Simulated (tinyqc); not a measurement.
Self-consistent Fermi level with native defects, at growth and after a quench: one step, computed by the program tinyqc. Command: `OMP_NUM_THREADS=1 python tinyqc.py 3001803 3001804 out.jsonl scfermi walk`. One thread of a shared host (Intel(R) Xeon(R) Processor @ 2.30GHz), about 0.05 s of CPU time with the checks.

Energies are counted from the top of the valence band (VBM); when the gap shrinks with temperature the conduction band moves and the levels stay. D and A draw on one reservoir with opposite signs, as the two vacancies of a compound do.

Task: Bands at growth. E_g(T) = E_g - slope x max(0, T - 300 K). N_c = 2 M_c (2 pi m_e k_B T/h^2)^(3/2) and N_v = 2 (2 pi m_h k_B T/h^2)^(3/2), masses in units of m_0. At growth T = T_g.

Inputs (values chosen for the exercise, with bands modelled on 4H-SiC):

| quantity | value | unit |
|---|---|---|
| gap E_g at 300 K | 3.23 | eV |
| slope -dE_g/dT above 300 K | 0.00026 | eV/K |
| electron mass m_e | 0.395 | m_0 |
| valleys M_c | 3 | - |
| hole mass m_h | 2.02 | m_0 |
| growth temperature T_g | 1400 | K |

Added shallow dopant: none.

Constants: m_0 = 9.1093837015e-31 kg; k_B = 1.380649e-23 J/K; h = 6.62607015e-34 J s; k_B = 8.617333262e-05 eV/K.

Give: E_g(T_g); N_c(T_g); N_v(T_g); k_B T_g.

Result:

E_g(T_g) = 2.944 eV

N_c(T_g) = 1.884e+20 cm^-3

N_v(T_g) = 7.263e+20 cm^-3

k_B T_g = 0.1206 eV
